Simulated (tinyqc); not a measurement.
# Scale length and length offset from two DIBL values

Inverse problem. DIBL = exp(-Le/(2 l)) + 2 exp(-Le/l) with Le = L - dL. Find l, dL and the drawn length for a DIBL of 100 mV/V.

DIBL at drawn lengths 82 and 160 nm (mV/V): [142.20607, 13.583804]

Solution. With e = exp(-Le/(2 l)), 2 e^2 + e = DIBL gives e and so Le/l at each length; Le/l is a straight line in L with slope 1/l.

l = 18.00 nm
dL = 4.300 nm
length for 100 mV/V = 92.87 nm

Numbers from tinyqc (`OMP_NUM_THREADS=1 python tinyqc.py 2002134 2002135 out.jsonl`; about 0.01 s on one thread of a shared Intel Xeon 2.30GHz).
